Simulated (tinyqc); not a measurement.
# True capacitance, leakage and series resistance from two frequencies

Question. A capacitance C in parallel with G and in series with Rs is measured as Cp and D = Gp/(w Cp) at two frequencies. The series reading Cs = Cp (1 + D^2) equals C + G^2/(w^2 C), and Re Z = D/(w Cp (1 + D^2)) = Rs + G/(G^2 + w^2 C^2). Find C, G and Rs.

f (Hz): [50000, 2.5e5]
Cp (pF): [2.04275588, 2.04275394]
D: [0.637578941, 0.128470956]

Answer. w^2 Cs = w^2 C + G^2/C is a straight line in w^2 with slope C; the intercept gives G, and the real part then gives Rs.

C = 2.04 pF
G = 0.409 uS
Rs = 310 ohm

Computed by the program tinyqc: `OMP_NUM_THREADS=1 python tinyqc.py 2022076 2022077 out.jsonl`, one thread of a shared Intel Xeon 2.30GHz, about 0.01 s for the whole run.
